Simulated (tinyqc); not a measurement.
Worked calculation: Peierls distortion of a half-filled chain. Values are carried at full precision from step to step, so a last printed digit may differ when a step is redone from the rounded ones.

Atoms move by +/- u, so bonds change by -/+ 2u and hoppings are t +/- 2 al u. Bands E = -/+ sqrt((2 t cos x)^2 + D^2 sin^2 x) with D = 4 al u, x = k a in (0, pi/2); the gap is 2D. Energy per atom at zero temperature: E(u) = -mean_x sqrt(...) + 2 K u^2; exactly, the mean is (4t/pi) E(1 - z^2), z = D/2t, E the complete elliptic integral of the second kind with parameter m. Coupling lambda = 2 al^2/(pi t K).

Constants: kB = 8.617333262e-05 eV/K.

Values chosen for the exercise: t = 2.48 eV (hopping of the even chain); al = 4.1 eV/angstrom (change of hopping with bond length); K = 15.4 eV/angstrom^2 (spring constant of a bond); u = 0.062 angstrom (trial shift of alternate atoms); N = 3 (k points).

## Energy at a trial distortion

Use the mesh x_j = (j + 1/2) pi/(2N), j = 0 .. N-1, and also the elliptic integral.

D = 1.0168 eV

|E| on the mesh (eV): 4.7982  3.5802  1.6164

band energy on the mesh = -3.3316 eV
elastic energy = 0.1184 eV
total, exact = -3.2052 eV
exact E(u) - E(0) = -0.0476 eV

This distortion lowers the energy; the mesh errs by -7.98 meV.

## The equilibrium distortion

dE/du = 0 gives 1 = (4 al^2/K) mean(sin^2 x/|E|); solve with the exact mean, and compare with the weak-coupling form D = 8 t exp(-1 - 1/(2 lambda)).

lambda = 0.2802
u0 = 0.0808 angstrom
gap 2D = 2.652 eV
gap, weak coupling = 2.451 eV
E(u0) - E(0) per atom = -52.64 meV

Long and short bonds differ by 4 u0 = 0.3234 angstrom. The weak-coupling gap is 0.924 of the full one. The gain is far smaller than the gap, since only states near the zone edge move.

## Length and phonon scales

Coherence length xi/a = 2t/D with D half the gap; mean-field transition kB Tp = D/1.764 (weak coupling); for the optical mode at the zone edge (omega_R/omega_0)^2 = 2 lambda at weak coupling.

xi/a = 3.74
Tp = 8.72e+03 K
omega_R/omega_0 = 0.749

Tp is a mean-field scale: in a single chain fluctuations forbid the transition, and coupling between chains sets the real one, far lower.

## Checks

- Total energy at u0 on 4000 points against the elliptic integral (eV): both -3.21027.

Run: tinyqc, `OMP_NUM_THREADS=1 python tinyqc.py 1682769 1682770 out.jsonl`; Intel(R) Xeon(R) Processor @ 2.30GHz, one thread, shared host; about 0.07 s of CPU time with all checks.
